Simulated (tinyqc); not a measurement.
Free and nearly free electrons in a metal: sweeps and comparisons. A value that a table varies takes the place of the one given here.

The cubic cell holds 4 atoms: n = 4 z/a^3, kF = (3 pi^2 n)^(1/3), EF = c kF^2/m, vF = 2 c kF/(m hbar), c = hbar^2/2m0; rs = (3/(4 pi n))^(1/3)/a0; D(EF) = 3 n/(2 EF).

Square wire of width w with grain size w: rho/rho0 = 1/(1 - 3 al/2 + 3 al^2 - 3 al^3 ln(1 + 1/al)) + (3/4) (1 - p) l/w, with al = (l/w) Rg/(1 - Rg) (Mayadas-Shatzkes plus the thick-wire form of Fuchs-Sondheimer); l = hbar kF/(n e^2 rho), e = 1.602176634e-19 C.

Constants: hbar^2/2m0 = 3.80998211 eV angstrom^2; hbar = 6.58211957e-16 eV s; a0 (Bohr radius) = 0.5291772105 angstrom.

Parameters, chosen for this exercise (near those of Al; not measured data):

| symbol | value | unit | meaning |
|---|---|---|---|
| a | 4.024 | angstrom | fcc lattice constant |
| z | 3 |  | free electrons an atom |
| m | 1 | m0 | mass |
| rho | 3.04 | micro-ohm cm | bulk resistivity |
| p | 0 |  | specularity of the surfaces |
| Rg | 0.4 |  | reflection at grain boundaries |
| w | 10 | nm | wire width |

## Resistivity of narrow wires

Wires:

| w (nm) | al | grain term (factor - 1) | surface term | rho (micro-ohm cm) |
|---|---|---|---|---|
| 200 | 0.043 | 0.064 | 0.048 | 3.38 |
| 100 | 0.086 | 0.126 | 0.097 | 3.72 |
| 50 | 0.172 | 0.248 | 0.194 | 4.38 |
| 30 | 0.287 | 0.408 | 0.323 | 5.26 |
| 20 | 0.431 | 0.606 | 0.484 | 6.35 |
| 14 | 0.615 | 0.857 | 0.692 | 7.75 |
| 10 | 0.861 | 1.190 | 0.969 | 9.60 |
| 7 | 1.230 | 1.687 | 1.384 | 12.38 |

l = 12.92 nm

At 7 nm the resistivity is 4.07 times the bulk value; grain boundaries add more (1.69 from grains, 1.38 from surfaces). It passes twice the bulk value between 30 and 20 nm. The surface formula is meant for w above l = 13 nm, so the rows below that are rough.

## What sets the wire resistivity

All results formed anew. Each row changes one parameter from the base and keeps the others.

Results:

| case | EF (eV) | l (nm) | wire rho (micro-ohm cm) |
|---|---|---|---|
| base | 11.803 | 12.92 | 9.603 |
| a = 4.145 angstrom | 11.124 | 13.70 | 9.999 |
| m = 1.2 m0 | 9.836 | 12.92 | 9.603 |
| rho = 3.648 micro-ohm cm | 11.803 | 10.76 | 10.227 |
| p = 0.3 | 11.803 | 12.92 | 8.720 |
| Rg = 0.28 | 11.803 | 12.92 | 8.124 |
| w = 7 nm | 11.803 | 12.92 | 12.376 |

The largest shifts from the base row, up to three for each result and ties (the steps differ in size, so this ranks the rows, not the parameters). EF (eV): m -1.967, a -0.679; unchanged at the printed digits by rho, p, Rg and w. l (nm): rho -2.15, a +0.79; unchanged at the printed digits by m, p, Rg and w. wire rho (micro-ohm cm): w +2.773, Rg -1.479, p -0.883; unchanged at the printed digits by m. The mass drops out of l at given rho, because vF falls and tau rises by the same factor.

(tinyqc, `OMP_NUM_THREADS=1 python tinyqc.py 1651324 1651325 out.jsonl`, Intel(R) Xeon(R) Processor @ 2.30GHz, 1 thread, shared host, about 0.01 s.)
